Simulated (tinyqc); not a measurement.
What moves the results: optical gain and spontaneous emission in a bulk direct-gap semiconductor. A value that a table varies takes the place of the one given here.

Parabolic bands, vertical transitions, no excitons. For each hole band j: mr = me mj/(me + mj); joint density of states J_j(E) = (mr/c)^(3/2) sqrt(E - Eg)/(2 pi^2), both spins, c = hbar^2/2m0; averaged matrix element |e.p|^2 = m0 Ep/6; alpha_j(E) = 4 pi^2 alpha_f c Ep J_j/(3 nr E) in 1/angstrom (alpha_f the fine-structure constant, listed as alpha among the constants), times 1e8 for 1/cm.

F_j(eta) = (1/Gamma(j + 1)) integral_0^infinity x^j dx/(1 + exp(x - eta)), which tends to exp(eta) for eta << 0.

Quasi-Fermi levels: n = Nc F_1/2(Fc/kT) and p = Nv F_1/2(Fv/kT), Fc counted up from the conduction edge and Fv down from the valence edge; Nc, Nv from N = 2 (m kB T/(4 pi c))^(3/2) with c = hbar^2/2m0, in 1/angstrom^3; times 1e24 for 1/cm^3, with me and (mhh^(3/2) + mlh^(3/2))^(2/3).

For band j the electron sits at Ee = (E - Eg) mr/me above its edge and the hole at Eh = (E - Eg) mr/mj; fe = 1/(1 + exp((Ee - Fc)/kT)), fh = 1/(1 + exp((Eh - Fv)/kT)); gain g = sum_j alpha_j (fe + fh - 1).

Spontaneous rate: R = integral of (nr E/(hbar c))^2/(pi^2 hbar) sum_j alpha_j fe fh dE, with alpha in 1/cm and (nr E/(hbar c))^2 in 1/cm^2 (1e16 per 1/angstrom^2); B = R/(n p); lifetime n/R.

Constants: hbar^2/2m0 = 3.80998211 eV angstrom^2; fine-structure constant alpha = 0.007297352564; kB = 8.617333262e-05 eV/K; hbar = 6.58211957e-16 eV s; hbar c = 1973.269805 eV angstrom.

Parameters, chosen for this exercise (near those of GaAs; the results hold for these values, not for the real material): Eg = 1.418 eV (direct gap); me = 0.0667 m0 (electron mass); mhh = 0.478 m0 (heavy-hole mass); mlh = 0.078 m0 (light-hole mass); Ep = 26.4 eV (Kane energy); nr = 3.64 (refractive index); T = 250 K; n = 2e+18 1/cm^3 (injected density, n = p).

## Peak gain against injection

The peak is the largest g over E; a dash marks no gain.

Gain:
```
n (1/cm^3)  Fc (eV)  Fv (eV)  peak gain (1/cm)  peak E - Eg (eV)  B (cm^3/s)
4.5e+17      0.0170  -0.0577                 -                 -    3.24e-10
7.3e+17      0.0336  -0.0470                 -                 -    3.04e-10
1.0e+18      0.0462  -0.0399                26            0.0021    2.87e-10
1.3e+18      0.0582  -0.0339               186            0.0088    2.70e-10
1.6e+18      0.0689  -0.0291               375            0.0151    2.56e-10
2.1e+18      0.0849  -0.0227               690            0.0247    2.36e-10
2.7e+18      0.1021  -0.0166              1042            0.0351    2.16e-10
3.6e+18      0.1253  -0.0094              1510            0.0486    1.93e-10
```

transparency density (Fc + Fv = 0) = 9.07e+17 1/cm^3

What does this show?

Gain starts at 9.07e+17 1/cm^3, where Fc = -Fv = 0.0421 eV: with Nv/Nc = 20 the electrons must be degenerate before the holes are. The slope of peak gain against n is 5.34e-16 cm^2 between the first two rows with gain and 5.20e-16 between the last two; the peak moves from 0.0021 to 0.0486 eV above the gap as the bands fill, and B falls by a factor 1.68. Line broadening and gap shrinkage are left out.

## Gain spectrum

At the density n.

Spectrum:
```
E - Eg (eV)  alpha, empty (1/cm)  fe, heavy  fh, heavy  g (1/cm)
0.005                       1884      0.973      0.243       400
0.010                       2656      0.967      0.238       526
0.020                       3729      0.952      0.228       624
0.030                       4536      0.929      0.218       603
0.045                       5499      0.877      0.204       385
0.060                       6285      0.795      0.190       -77
0.080                       7160      0.632      0.173     -1139
0.100                       7900      0.432      0.158     -2642
0.130                       8833      0.183      0.136     -5052
0.170                       9846      0.042      0.112     -7553
0.220                      10859      0.006      0.086     -9630
```

Fc + Fv = 0.0580 eV

What does this show?

g is positive below E - Eg = 0.0580 eV; the largest value listed is 624 1/cm at 0.020 eV. At 0.220 eV above the gap g is -0.89 times the absorption of the empty crystal, whose limit is -1.

## Transparency density and B against temperature

Eg is held fixed; B is taken at n = 1e15 1/cm^3.

Results:
```
T (K)  transparency density (1/cm^3)  Fc/kT there  B (cm^3/s)
100                         2.30e+17        1.955    1.42e-09
150                         4.22e+17        1.955    7.78e-10
200                         6.49e+17        1.955    5.08e-10
250                         9.07e+17        1.955    3.65e-10
300                         1.19e+18        1.955    2.79e-10
350                         1.50e+18        1.955    2.22e-10
400                         1.84e+18        1.955    1.83e-10
500                         2.57e+18        1.955    1.32e-10
```

How do the results move?

Fc/kT at transparency stays at 1.955, since it depends on Nv/Nc alone, so the density goes as T^1.50. B goes as T^-1.48, against T^-1.5 for non-degenerate carriers: hot carriers spread over k and fewer pairs share a wave vector.

## What moves transparency and gain

Transparency is Fc + Fv = 0; the peak is the largest g over E at the density n (0 if none). Each row changes one parameter from the base and keeps the others.

Results:
```
case                transparency density (1/cm^3)  Fc + Fv (eV)  peak gain (1/cm)
base                                     9.07e+17        0.0580               628
me = 0.0767 m0                           1.04e+18        0.0458               595
mhh = 0.287 m0                           7.01e+17        0.0753              1153
Ep = 29 eV                               9.07e+17        0.0580               690
T = 290 K                                1.13e+18        0.0462               403
n = 2.6e+18 1/cm^3                       9.07e+17        0.0818               986
nr = 3.82                                9.07e+17        0.0580               599
```

What can be read from the table?

The largest shifts from the base row, up to three for each result and ties (the steps differ in size, so this ranks the rows, not the parameters). transparency density (1/cm^3): T +2.26e+17, mhh -2.06e+17, me +1.30e+17; unchanged at the printed digits by Ep, n and nr. Fc + Fv (eV): n +0.0238, mhh +0.0173, me -0.0122; unchanged at the printed digits by Ep and nr. peak gain (1/cm): mhh +525, n +358, T -225.

Computed by tinyqc, a small Python program: `OMP_NUM_THREADS=1 python tinyqc.py 1681682 1681683 out.jsonl` (the numbers bound the seed that draws the inputs); one thread of a shared host (Intel(R) Xeon(R) Processor @ 2.30GHz), about 0.07 s for the whole set of steps.
